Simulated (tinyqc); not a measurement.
# Input admittance of a MOSFET at zero drain bias: distributed channel and distributed gate: dividing a fixed width into fingers

Source and drain grounded, strong inversion, w = 2 pi f, Cox = eps0 eox/tox. The channel is an RC line of resistance 1/(mu Cox Vo) per square fed from both ends, so one finger has the intrinsic admittance y = i w Cox L tanh(g)/g per width, g = (1/2) sqrt(i w tau), tau = L^2/(mu Vo). The vertical resistance rv/L is in series with y, the overlaps 2 i w Cov in parallel: y_t = 1/(1/y + rv/L) + 2 i w Cov. The gate strip is a line of Rsh/L per length loaded by y_t, so a finger has Y = y_t Wf tanh(k)/k, k = (Wf/sd) sqrt(y_t Rsh/L); the device has Nf Y.

Low-frequency limits, with c = Cox L and ct = c + 2 Cov: R_strip = Rsh Wf/(3 sd^2 L Nf), R_ch = (c/ct)^2 L/(12 mu Cox Vo Wf Nf), R_vert = (c/ct)^2 rv/(L Wf Nf), C = ct Wf Nf. Total width Wf Nf = 33 um; each finger also has a contact resistance Rc at each contacted end, which adds Rc/(sd Nf). The resistances are low-frequency limits, good while |k| is below about 1; the far-point signal is |1/cosh k| at f, without Rc.

Values chosen for this exercise; values of the order met in silicon radio-frequency transistors:
```
symbol  value        unit                                                                 meaning
eox      8.83              relative permittivity of the gate insulator (close to aluminium oxide)
tox       6.6          nm                                                     insulator thickness
L         1.6          um                                                          channel length
mu        230  cm^2/(V s)                                                        channel mobility
Vo       0.46           V                                                          gate overdrive
Rsh        17  ohm/square                                            sheet resistance of the gate
rv          0    ohm um^2                                  vertical resistivity of the gate stack
sd          2                                       number of ends at which a finger is contacted
Cov      0.25       fF/um                             overlap and fringe capacitance on each side
f         3.6         GHz                                                               frequency
```

Constants: eps0 = 8.8541878128e-14 F/cm where lengths are in cm. Results are converted to the units shown.

The same in every row: R_ch + R_vert (ohm) = 30.60.

Result of one run:

| Nf | Wf (um) | R_strip (ohm) | Rc/(sd Nf) for Rc = 30 ohm (ohm) | sum (ohm) | signal at the far point |
|---|---|---|---|---|---|
| 8 | 4.125 | 0.4565 | 1.875 | 32.93 | 0.9966 |

What becomes of these results when the number of fingers Nf is changed from 8 to 16, all else the same?

Result of the changed run:

| Nf | Wf (um) | R_strip (ohm) | Rc/(sd Nf) for Rc = 30 ohm (ohm) | sum (ohm) | signal at the far point |
|---|---|---|---|---|---|
| 16 | 2.062 | 0.1141 | 0.9375 | 31.65 | 0.9992 |

The whole series:

| Nf | Wf (um) | R_strip (ohm) | Rc/(sd Nf) for Rc = 30 ohm (ohm) | sum (ohm) | signal at the far point |
|---|---|---|---|---|---|
| 1 | 33.00 | 29.22 | 15.00 | 74.82 | 0.7677 |
| 2 | 16.50 | 7.305 | 7.500 | 45.41 | 0.9432 |
| 4 | 8.250 | 1.826 | 3.750 | 36.18 | 0.9862 |
| 8 | 4.125 | 0.4565 | 1.875 | 32.93 | 0.9966 |
| 16 | 2.062 | 0.1141 | 0.9375 | 31.65 | 0.9992 |
| 32 | 1.031 | 0.02853 | 0.4688 | 31.10 | 0.9998 |
| 64 | 0.5156 | 0.007133 | 0.2344 | 30.84 | 0.9999 |
| 128 | 0.2578 | 0.001783 | 0.1172 | 30.72 | 1.000 |

R_strip falls as 1/Nf^2, from 29.2 to 0.00178 ohm, the contact term as 1/Nf, and R_ch + R_vert stays at 30.6 ohm since the total width is fixed. The sum is within a factor 1.5 of that floor from Nf = 2 on. More fingers add wiring capacitance, which is left out.

Computed by the program tinyqc: `OMP_NUM_THREADS=1 python tinyqc.py 2262115 2262116 out.jsonl`, one thread of a shared Intel Xeon 2.30GHz, about 0.01 s for the whole run.
